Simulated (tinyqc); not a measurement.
Weibull analysis of times to dielectric breakdown, with area scaling: two steps of the calculation.

Breakdown times follow F(t) = 1 - exp(-(t/t63)^beta). The 10 times below were drawn at random from beta = 0.8, t63 = 28 s and are treated as data; all samples failed.

Inputs (values chosen for the exercise):
```
symbol  value  unit                           meaning
A1         32  um^2          area of a test capacitor
A2      1.1e5  um^2          gate area of the product
Fp       1e-6        allowed share of failed products
beta      0.8                           Weibull slope
```

Task 1. Median ranks and the Weibull scale. F_i = (i - 0.3)/(n + 0.4) for the sorted times, W_i = ln(-ln(1 - F_i)).

t, i 1 to 10 (s): 0.797  2.76  5.96  8.32  13.9  16  35.5  44.7  58.1  67.9

Wanted: F; W; ln t.

Result 1.

```
i         F        W     ln t
1   0.06731  -2.6638  -0.2269
2   0.16346  -1.7233   1.0152
3   0.25962  -1.2020   1.7851
4   0.35577  -0.8217   2.1187
5   0.45192  -0.5086   2.6319
6   0.54808  -0.2304   2.7726
7   0.64423   0.0329   3.5695
8   0.74038   0.2990   3.8000
9   0.83654   0.5940   4.0622
10  0.93269   0.9927   4.2180
```

Task 2. Scale parameter and projection to the product. t63 = (mean of t^beta)^(1/beta). Defects are spread at random, so -ln(1 - F) is proportional to the area: t63(A2) = t63 (A1/A2)^(1/beta), and the time to the share Fp is t63(A2) (-ln(1 - Fp))^(1/beta).

t, i 1 to 10 (s): 0.797  2.76  5.96  8.32  13.9  16  35.5  44.7  58.1  67.9
converged beta = 0.94305812

Find: t63; t63 of the product; time to Fp; decades lost against t63.

Result 2.

t63 = 24.764 s
t63 of the product = 0.0044061 s
time to Fp = 1.9133e-9 s
decades lost against t63 = 10.112

The straight-line values give 1.12e-11 s for the time to Fp and the values that made the data 3.36e-11 s: with 10 samples beta is uncertain by about 0.78/sqrt(n) = 25 %, and the projection hangs on 1/beta.

Program tinyqc, `OMP_NUM_THREADS=1 python tinyqc.py 2070130 2070131 out.jsonl`; Intel Xeon 2.30GHz, shared host, one thread, about 0.01 s.
